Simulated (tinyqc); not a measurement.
Berg model of reactive sputtering of a nitride or oxide: poisoning, hysteresis and pumping speed: one step, computed by the program tinyqc.

A diatomic gas reacts with bare metal on the target and on the collecting surfaces; ions remove metal and compound from the target. theta_t and theta_c are the compound fractions.

Question. Critical pumping speed. Ion flux j = J/e; gas flux F = P/sqrt(2 pi M k_B T). Target: (2/z) alpha F (1 - theta_t) = j Y_c theta_t. Sputtered flows F_c = j Y_c theta_t A_t, F_m = j Y_m (1 - theta_t) A_t. Collector: (2/z) alpha F (1 - theta_c) A_c + F_c (1 - theta_c) = F_m theta_c. Gas use Q = alpha F [(1 - theta_t) A_t + (1 - theta_c) A_c] + P S/(k_B T); 1 sccm = 4.4780e17 molecules/s. Rate R = F_m + F_c, given relative to j Y_m A_t. P is a single-valued function of the flow Q only if dQ/dP > 0 everywhere: S must exceed k_B T times the steepest fall of the surface terms with P.

Inputs (values chosen for the exercise, close to those used for aluminium nitride): ion current density J = 7.2 mA/cm^2; target area A_t = 250 cm^2; collecting area A_c = 3300 cm^2; metal yield Y_m = 0.85; compound yield Y_c = 0.12; sticking coefficient alpha = 0.14; reactive atoms per metal atom z = 1; gas mass M = 28 u; pumping speed S = 47 l/s; gas temperature T = 300 K.

Constants: e = 1.602176634e-19 C; u = 1.6605390666e-27 kg; k_B = 1.380649e-23 J/K.

Give: pressure of the steepest fall; critical pumping speed.

Answer.

pressure of the steepest fall = 0.0107 Pa

critical pumping speed = 196 l/s

S is 0.24 times the critical value: the flow curve is S-shaped and flow control shows hysteresis.
